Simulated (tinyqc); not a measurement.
Input admittance of a MOSFET at zero drain bias: distributed channel and distributed gate: dividing a fixed width into fingers.

Source and drain grounded, strong inversion, w = 2 pi f, Cox = eps0 eox/tox. The channel is an RC line of resistance 1/(mu Cox Vo) per square fed from both ends, so one finger has the intrinsic admittance y = i w Cox L tanh(g)/g per width, g = (1/2) sqrt(i w tau), tau = L^2/(mu Vo). The vertical resistance rv/L is in series with y, the overlaps 2 i w Cov in parallel: y_t = 1/(1/y + rv/L) + 2 i w Cov. The gate strip is a line of Rsh/L per length loaded by y_t, so a finger has Y = y_t Wf tanh(k)/k, k = (Wf/sd) sqrt(y_t Rsh/L); the device has Nf Y.

Low-frequency limits, with c = Cox L and ct = c + 2 Cov: R_strip = Rsh Wf/(3 sd^2 L Nf), R_ch = (c/ct)^2 L/(12 mu Cox Vo Wf Nf), R_vert = (c/ct)^2 rv/(L Wf Nf), C = ct Wf Nf. Total width Wf Nf = 77 um; each finger also has a contact resistance Rc at each contacted end, which adds Rc/(sd Nf). The resistances are low-frequency limits, good while |k| is below about 1; the far-point signal is |1/cosh k| at f, without Rc.

Inputs (values chosen for the exercise); values of the order met in silicon radio-frequency transistors: relative permittivity of the gate insulator (close to zirconium oxide) eox = 25.6; insulator thickness tox = 21 nm; channel length L = 0.5 um; channel mobility mu = 410 cm^2/(V s); gate overdrive Vo = 0.31 V; sheet resistance of the gate Rsh = 8.2 ohm/square; vertical resistivity of the gate stack rv = 0 ohm um^2; number of ends at which a finger is contacted sd = 1; overlap and fringe capacitance on each side Cov = 0.27 fF/um; frequency f = 12 GHz.

Constants: eps0 = 8.8541878128e-14 F/cm where lengths are in cm. Results are converted to the units shown.

The same in every row: R_ch + R_vert (ohm) = 3.260.

Results:
```
Nf,Wf (um),R_strip (ohm),Rc/(sd Nf) for Rc = 30 ohm (ohm),sum (ohm),signal at the far point
1,77.00,420.9,30.00,454.2,0.01501
2,38.50,105.2,15.00,123.5,0.1737
8,9.625,6.577,3.750,13.59,0.9315
16,4.812,1.644,1.875,6.779,0.9885
32,2.406,0.4111,0.9375,4.608,0.9975
64,1.203,0.1028,0.4688,3.831,0.9994
128,0.6016,0.02569,0.2344,3.520,0.9999
```

Estimate the missing row, Nf = 4.

Computed row:
```
Nf,Wf (um),R_strip (ohm),Rc/(sd Nf) for Rc = 30 ohm (ohm),sum (ohm),signal at the far point
4,19.25,26.31,7.500,37.07,0.6180
```

With this row back in the table: R_strip falls as 1/Nf^2, from 421 to 0.0257 ohm, the contact term as 1/Nf, and R_ch + R_vert stays at 3.26 ohm since the total width is fixed. The sum is within a factor 1.5 of that floor from Nf = 32 on. More fingers add wiring capacitance, which is left out.

Numbers from tinyqc (`OMP_NUM_THREADS=1 python tinyqc.py 2262178 2262179 out.jsonl`; about 0.01 s on one thread of a shared Intel Xeon 2.30GHz).
